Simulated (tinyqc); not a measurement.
Convergence with cell size: Koster-Slater impurity in a tight-binding band, by Green functions and by supercells. Computed by tinyqc, a small Python program. Command: `OMP_NUM_THREADS=1 python tinyqc.py 3000109 3000110 out.jsonl kosterslater walk`. One thread of a shared host (Intel(R) Xeon(R) Processor @ 2.30GHz), about 0.04 s of CPU time with the checks.

One orbital per site, e(k) = -2 t sum cos(k_i) over 3 direction(s), band from -6 t to 6 t, lattice constant 1. One site has the extra energy U. Spin is left out.

Inputs (values chosen for the exercise, for a model band): hopping t = 1.8 eV; impurity potential U = -12.7 eV.

Lattice: simple cubic.

Method:
- Outside the band G0(E) = (1/pi) int_0^pi dk (2/(pi z)) K(16 t^2/z^2), z = E + 2 t cos k, K the complete elliptic integral with parameter m; 200 Gauss-Legendre points.
- A bound state solves 1/U = G0(E).
- Bisection in ln(distance from the edge) between 1e-5 t and |U| + t. Weight on the impurity site: -1/(U^2 dG0/dE), by a central difference with step min(1e-4 t, distance/30). Decay length along an axis: 1/arccosh(1 + distance/(2 t)).
- In a periodic cell of N sites along each direction with Bloch vector K, the level solves 1/U = N^-d sum_k 1/(E - e(k)), k_i = (2 pi m_i + K_i)/N, m_i = 0..N-1; the outermost root on the side of U is taken (bisection). d is the number of directions. Gamma means K_i = 0, the zone corner K_i = pi, the quarter point K_i = pi/2.
- Even N; errors against the isolated level E_b, set to 0 below 1e-6 t.

level E_b = -14.3385 eV

decay length = 0.765089 sites

Error of the level (eV):
```
N   sites        Gamma      corner  quarter point
2       8  -1.5817e+00  1.6385e+00     5.5121e-02
4      64  -6.2154e-02  5.5121e-02     1.4026e-04
6     216  -2.7470e-03  2.6087e-03              0
8     512  -1.4267e-04  1.4026e-04              0
10   1000  -8.1383e-06  8.0946e-06              0
12   1728            0           0              0
```

The error at Gamma falls exponentially, between the last two resolved rows by exp(-1.432) per site against 1/(decay length) = 1.307; the rest is the power-law prefactor of the Green function. Gamma and the corner err in opposite directions. Among the sizes listed an error below 1 meV is first reached at N = 8 at Gamma; at the quarter point N = 4 is enough.

Extremes, crossings and ranges named in words are read from the listed rows.
